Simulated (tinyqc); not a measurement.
Ion-assisted plasma etching: sheath, surface coverage, synergy and aspect-ratio dependence: one step, computed by the program tinyqc. Command: `OMP_NUM_THREADS=1 python tinyqc.py 3006485 3006486 out.jsonl etch walk`. One thread of a shared host (Intel(R) Xeon(R) Processor @ 2.30GHz), about 0.07 s of CPU time with the checks.

Radicals adsorb on bare sites; ions remove covered sites with a high yield and bare sites by sputtering; a slow spontaneous reaction acts everywhere, walls included.

Task: Fluxes. Bohm speed u_B = sqrt(e T_e/M_i); ion flux G_i = 0.61 n_e u_B; radical flux G_n = n c/4 with c = sqrt(8 k_B T_g/(pi M_n)).

Inputs (values chosen for the exercise, close to those used for silicon dioxide in a fluorocarbon plasma): plasma density n_e = 2.6e+10 1/cm^3; electron temperature T_e = 3.1 eV; ion mass M_i = 69 u; radical density n = 4e+13 1/cm^3; radical mass M_n = 19 u; gas temperature T_g = 350 K.

Feature: long trench.

Constants: e = 1.602176634e-19 C; u = 1.6605390666e-27 kg; k_B = 1.380649e-23 J/K.

Give: Bohm speed; ion flux G_i; radical speed c; radical flux G_n; flux ratio G_n/G_i.

Result:

Bohm speed = 2.0820e+05 cm/s

ion flux G_i = 3.3021e+15 1/(cm^2 s)

radical speed c = 62452 cm/s

radical flux G_n = 6.2452e+17 1/(cm^2 s)

flux ratio G_n/G_i = 189.13
